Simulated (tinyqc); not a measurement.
Finite-difference solution of the diffusion equation on a small grid: one step, computed by the program tinyqc.

dC/dt = D d2C/dx2 on nodes x_j = j dx, j = 0..9; the far end is sealed.

Question. Amplification factors. The mode of M with eigenvalue mu has its amplitude multiplied per step by g = (1 + (1 - theta) r mu)/(1 - theta r mu), with theta = 0 explicit, 1 implicit, 1/2 Crank-Nicolson; the explicit scheme is stable for r up to 2/|mu_min|.

Boundary at x = 0: sealed surface. Scheme: explicit.

operator M:
```
    0   1   2   3   4   5   6   7
0  -2   2   0   0   0   0   0   0
1   1  -2   1   0   0   0   0   0
2   0   1  -2   1   0   0   0   0
3   0   0   1  -2   1   0   0   0
4   0   0   0   1  -2   1   0   0
5   0   0   0   0   1  -2   1   0
6   0   0   0   0   0   1  -2   1
7   0   0   0   0   0   0   1  -2
8   0   0   0   0   0   0   0   1
9   0   0   0   0   0   0   0   0

    8   9
0   0   0
1   0   0
2   0   0
3   0   0
4   0   0
5   0   0
6   0   0
7   1   0
8  -2   1
9   2  -2
```

mesh ratio r = 0.1325

Give: eigenvalues mu of M; factors g; largest stable r of the explicit scheme.

Answer.

eigenvalues mu of M: -4.000  -3.879  -3.532  -3.000  -2.347  -1.653  -1.000  -0.468  -0.121  0.000

factors g: 0.470  0.486  0.532  0.603  0.689  0.781  0.868  0.938  0.984  1.000

largest stable r of the explicit scheme = 0.5

The smallest factor is 0.470: no mode changes sign, and all decay but one with mu = 0 where there is such a mode.
